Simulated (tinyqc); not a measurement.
# Mass and degeneracy from charge and saturation current

Inverse problem. At high drain voltage only states moving towards the drain are filled: I = gv (2 q^2/h) Vt ln(1 + exp eta) and n = (N0/2) F_(-1/2)(eta), N0 = gv sqrt(2 m kB T/pi)/hbar, F_(-1/2)(x) = (1/sqrt(pi)) int_0^infinity u^(-1/2)/(1 + exp(u - x)) du. Find eta and m.

Values chosen for this exercise:

| symbol | value | unit | meaning |
|---|---|---|---|
| T | 300 | K | temperature |
| gv | 1 |  | valley degeneracy |

Constants: q = 1.602176634e-19 C, kB = 1.380649e-23 J/K, hbar = 1.054571817e-34 J s, h = 6.62607015e-34 J s, m0 = 9.1093837015e-31 kg, Vt = kB T/q. Results are converted to the units shown.

n = 9.0923280e5 cm^-1
I = 6.2976754 uA

Solution. In one dimension the current holds no mass, so it gives eta directly; n then gives m.

eta = 3.10
m = 0.0429 m0

Computed by the program tinyqc: `OMP_NUM_THREADS=1 python tinyqc.py 2400060 2400061 out.jsonl`, one thread of a shared Intel Xeon 2.30GHz, about 0.04 s for the whole run.
